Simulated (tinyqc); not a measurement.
Threshold of a short bulk MOSFET: charge sharing, barrier lowering, narrow width: threshold roll-off against channel length.

n-channel device on a p-type body, depletion approximation, full ionisation. Uniform doping N = Na. Vbi from Boltzmann statistics is rough for the degenerate source. Cox = eps0 eox/tox.

ni = sqrt(Nc Nv) exp(-Eg/(2 Vt)), Eg in volts; 2 pB = 2 Vt ln(N/ni); flat band Vfb - Vt ln(N/Na); Wd = sqrt(2 eps0 eps_r (2 pB - Vbs)/(q N)); body term q N Wd/Cox; long-channel VT0 = flat band + 2 pB + body term; Vbi = Vt ln(N Nsd/ni^2); scale length l = sqrt((eps_r/eox) tox Wd). Charge sharing (trapezoid; it ignores Vds): F = (xj/L)(sqrt(1 + 2 Wd/xj) - 1), lowering = body term times F. Barrier lowering: th = exp(-L/(2 l)) + 2 exp(-L/l), lowering = th [2 (Vbi - 2 pB) + Vds], DIBL = th. Narrow width: rise = body term times xw Wd/W. VT by each model = VT0 - lowering + rise. DIBL under 0.001 mV/V is printed as 0.

Inputs (values chosen for the exercise); band and dielectric values close to those of silicon:
```
symbol    value   unit                                                                 meaning
T           400      K                                                             temperature
Eg         1.14     eV                                                                band gap
eps_r      11.8                                                          relative permittivity
Nc      4.39e19  cm^-3                                  conduction-band density of states at T
Nv      4.08e19  cm^-3                                     valence-band density of states at T
eox        7.47         relative permittivity of the gate insulator (close to silicon nitride)
tox         7.1     nm                                                     insulator thickness
Na       1.2e18  cm^-3                                                          channel doping
Nsd        1e20  cm^-3                                                 source and drain doping
Vfb       -0.91      V                                     flat-band voltage for the doping Na
xj           33     nm                                                          junction depth
Vbs          -1      V                                                     body-source voltage
Vds        0.05      V                                                    drain-source voltage
W           180     nm                                                              gate width
xw            0                      shape factor of the fringing depletion at the width edges
```

Constants: q = 1.602176634e-19 C, kB = 1.380649e-23 J/K, Vt = kB T/q, eps0 = 8.8541878128e-14 F/cm where lengths are in cm. Results are converted to the units shown.

The same in every row: N (cm^-3) = 1.200e18; VT0 (V) = 0.9209.

Results:
```
L (nm)    L/l        F  DIBL (mV/V)  VT, charge sharing (V)  VT, barrier lowering (V)
72      3.192   0.4292        285.0                  0.5189                    0.8197
100     4.433   0.3090        132.8                  0.6314                    0.8737
150     6.649   0.2060        38.58                  0.7279                    0.9072
220     9.752   0.1405        7.743                  0.7893                    0.9181
310     13.74  0.09969        1.040                  0.8275                    0.9205
650     28.81  0.04755            0                  0.8763                    0.9209
940     41.67  0.03288            0                  0.8901                    0.9209
1400    62.06  0.02207            0                  0.9002                    0.9209
```

Estimate the missing row, L = 450 nm.

Computed row:
```
L (nm)    L/l        F  DIBL (mV/V)  VT, charge sharing (V)  VT, barrier lowering (V)
450     19.95  0.06868      0.04661                  0.8565                    0.9208
```

With this row back in the table: VT by barrier lowering rises from 0.820 to 0.921 V and VT by charge sharing rises from 0.519 to 0.900 V. DIBL is under 100 mV/V from L = 150 nm on among the rows (th = 0.1 at L/l = 4.92). For L = 72 DIBL exceeds 250 mV/V, where the barrier formula is rough.

Computed by the program tinyqc: `OMP_NUM_THREADS=1 python tinyqc.py 2002004 2002005 out.jsonl`, one thread of a shared Intel Xeon 2.30GHz, about 0.01 s for the whole run.
